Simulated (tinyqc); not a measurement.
Comparisons within one model: two-dimensional electron gas with Rashba and Dresselhaus coupling. A value that a table varies takes the place of the one given here.

H = c k^2/m + al (ky sx - kx sy) + b1 (kx sx - ky sy) + gam kx ky (kx sy - ky sx), s the Pauli matrices, x = [100], c = hbar^2/2m0, b1 = gam (pi/L)^2 (hard walls). H = c k^2/m + B.s, so E = c k^2/m -/+ |B| and the lower state has its spin along -B.

Constants: hbar^2/2m0 = 3.80998211 eV angstrom^2.

Parameters, chosen for this exercise (of the size met in InGaAs; the results hold for these values, not for the real material):

| symbol | value | unit | meaning |
|---|---|---|---|
| m | 0.0417 | m0 | mass |
| al | 0.22 | eV angstrom | Rashba constant |
| gam | 24.8 | eV angstrom^3 | bulk Dresselhaus constant |
| L | 110 | angstrom | width of the (001) well |
| n | 6.4 | 1e11/cm^2 | sheet density (one subband filled) |

## Splitting and spin direction around the circle

At |k| = k0 = sqrt(2 pi n), 1e11/cm^2 = 1e-5/angstrom^2.

Around the circle:

| phi (deg) | Bx (meV) | By (meV) | splitting (meV) | lower spin (deg) |
|---|---|---|---|---|
| 0.0 | 0.4056 | -4.4117 | 8.8606 | 95.3 |
| 22.5 | 2.0360 | -4.1658 | 9.2734 | 116.0 |
| 45.0 | 3.3356 | -3.3356 | 9.4346 | 135.0 |
| 67.5 | 4.1658 | -2.0360 | 9.2734 | 154.0 |
| 90.0 | 4.4117 | -0.4056 | 8.8606 | 174.7 |
| 112.5 | 3.9859 | 1.3406 | 8.4107 | -161.4 |
| 135.0 | 2.9034 | 2.9034 | 8.2120 | -135.0 |
| 157.5 | 1.3406 | 3.9859 | 8.4107 | -108.6 |

How do the results move?

The splitting runs from 8.2120 meV at 135 to 9.4346 meV at 45 degrees. Along [110] it is 2 k |al + b1 - 2 b3| and along [-110] 2 k |al - b1 + 2 b3|, b3 = gam k^2/4. From 0 to 90 degrees the spin turns with k (+79 degrees), the sense of the Rashba term.

## Tuning the Rashba term through the balance point

al = f (b1 - b3) at k0 = sqrt(2 pi n), b3 = gam k0^2/4. Helix wavelength along [110]: 2 pi c/(m |al + b1 - b3|). Dyakonov-Perel rates are proportional to the mean squares of the first harmonics: for spin along z, al^2 + (b1 - b3)^2; for the most protected in-plane spin, (al - (b1 - b3))^2/2 (third harmonic left out); both are given over (b1 - b3)^2.

Against f:

| f | al (meV angstrom) | wavelength (micron) | rate, z | rate, in plane |
|---|---|---|---|---|
| 0.00 | 0.000 | 3.237 | 1.000 | 0.5000 |
| 0.25 | 4.434 | 2.589 | 1.062 | 0.2812 |
| 0.50 | 8.868 | 2.158 | 1.250 | 0.1250 |
| 0.75 | 13.302 | 1.850 | 1.562 | 0.0312 |
| 0.90 | 15.962 | 1.704 | 1.810 | 0.0050 |
| 1.00 | 17.735 | 1.618 | 2.000 | 0.0000 |
| 1.25 | 22.169 | 1.439 | 2.562 | 0.0312 |
| 2.00 | 35.471 | 1.079 | 5.000 | 0.5000 |

What can be read from the table?

At f = 1, al = 17.74 meV angstrom, the first harmonic points along one axis for all k and the listed in-plane rate vanishes; the helix would have wavelength 1.62 micron. The third harmonic, b3/(b1 - b3) = 0.14, is small and sets its lifetime. The uniform z spin still relaxes there, twice as fast as at f = 0.

## What each parameter does

Splittings 2|B| at k0 = sqrt(2 pi n) along [100], [110] and [-110], and E0 = c k0^2/m; 1e11/cm^2 = 1e-5/angstrom^2. Each row changes one parameter from the base and keeps the others.

Results:

| case | [100] (meV) | [110] (meV) | [-110] (meV) | E0 (meV) |
|---|---|---|---|---|
| base | 8.8606 | 9.4346 | 8.2120 | 36.74 |
| m = 0.04587 m0 | 8.8606 | 9.4346 | 8.2120 | 33.40 |
| al = 0.264 eV angstrom | 10.6190 | 11.1993 | 9.9767 | 36.74 |
| gam = 29.76 eV angstrom^3 | 8.8769 | 9.5569 | 8.0898 | 36.74 |
| L = 130 angstrom | 8.8424 | 9.2042 | 8.4424 | 36.74 |
| n = 9.6 1e11/cm^2 | 10.8519 | 11.4326 | 10.1801 | 55.11 |

What does this show?

The largest shifts from the base row, up to three for each result and ties (the steps differ in size, so this ranks the rows, not the parameters). [100] (meV): n +1.9914, al +1.7585, L -0.0181; unchanged at the printed digits by m. [110] (meV): n +1.9979, al +1.7647, L -0.2304; unchanged at the printed digits by m. [-110] (meV): n +1.9681, al +1.7647, L +0.2304; unchanged at the printed digits by m. E0 (meV): n +18.37, m -3.34; unchanged at the printed digits by al, gam and L.

Program tinyqc; command `OMP_NUM_THREADS=1 python tinyqc.py 1480560 1480561 out.jsonl`; about 0.01 s on one thread of a shared Intel(R) Xeon(R) Processor @ 2.30GHz.
